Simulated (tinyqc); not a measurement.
# Length offset and series resistance from crossing lines

Problem. R_total = Rs + k (L - dL)/Vo with constant Rs, dL and k. Find k, dL and Rs.

R_total at (L, Vo) = (45, 0.39), (135, 0.39), (45, 0.7) and (135, 0.7), L in nm and Vo in V (ohm um): 328  581.84615  289.02857  430.45714

Answer. At each overdrive R is a straight line in L with slope k/Vo; the two lines cross at L = dL, R = Rs.

k = 1.100 ohm um V/nm
dL = 13.80 nm
Rs = 240.0 ohm um

Program tinyqc, `OMP_NUM_THREADS=1 python tinyqc.py 2282061 2282062 out.jsonl`; Intel Xeon 2.30GHz, shared host, one thread, about 0.03 s.
